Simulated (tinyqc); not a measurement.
Inside a calculation. Model: polycrystalline film, grain-boundary barriers (Seto model).

Program tinyqc, `OMP_NUM_THREADS=1 python tinyqc.py 2610059 2610060 out.jsonl`; Intel Xeon 2.30GHz, shared host, one thread, about 0.01 s. Printed values are rounded.

One-dimensional grains of size Lg with donors N; each boundary has Qt acceptor-like traps per area at one level Et below the band edge. Trapped electrons qt deplete a width w = qt/N (both sides together) and raise a barrier Vb = q N w^2/(8 eps0 eps_r). Current crosses the barriers by thermionic emission at small bias. Abrupt depletion, full ionisation, Boltzmann statistics.

Values chosen for this exercise; values close to those of polycrystalline silicon:
- T = 300 K (temperature)
- eps_r = 11.7 (relative permittivity of the semiconductor)
- Lg = 80 nm (grain size)
- Qt = 3.8e12 cm^-2 (trap density at a boundary)
- N = 1.5e17 cm^-3 (donor density)
- mg = 170 cm^2/(V s) (mobility inside a grain)
- vc = 5.9e6 cm/s (collection velocity at the barrier)
- Nc = 2.8e19 cm^-3 (conduction-band density of states at T)
- Et = 0.39 eV (trap level below the band edge)

Constants: q = 1.602176634e-19 C, kB = 1.380649e-23 J/K, Vt = kB T/q, eps0 = 8.8541878128e-14 F/cm where lengths are in cm. Results are converted to the units shown.

## Critical doping and limits of the barrier

N* = Qt/Lg; fully depleted grains have Vb = q N Lg^2/(8 eps0 eps_r), filled traps Vb = q Qt^2/(8 eps0 eps_r N); the true barrier cannot exceed the smaller.

N* = 4.75e17 cm^-3
Vb, fully depleted = 0.185591 V
Vb, traps filled = 1.86107 V

## Barrier, resistivity and effective mobility

Partly depleted grains: the density at the grain centre is n0 = N and qt = Qt/(1 + 2 (Nc/N) exp((Vb - Et)/Vt)). If that gives qt >= N Lg, the grains are fully depleted: qt = N Lg, w = Lg and n0 = 2 Nc exp((Vb - Et)/Vt)/(Qt/(N Lg) - 1). Resistivity: barriers rb = Vt exp(Vb/Vt)/(q n0 vc Lg), grain interior rg = (1 - w/Lg)/(q mg N); effective mobility 1/(q N (rb + rg)).

qt = 1.2e12 cm^-2
w = 80 nm
Vb = 0.185591 V
n0 = 9.51649e15 cm^-3
rb = 471.148 ohm cm
rg = 0 ohm cm
effective mobility = 0.0883163 cm^2/(V s)

The grains are fully depleted, 31.6 % of the traps are filled and the barriers give 100 % of the resistivity.
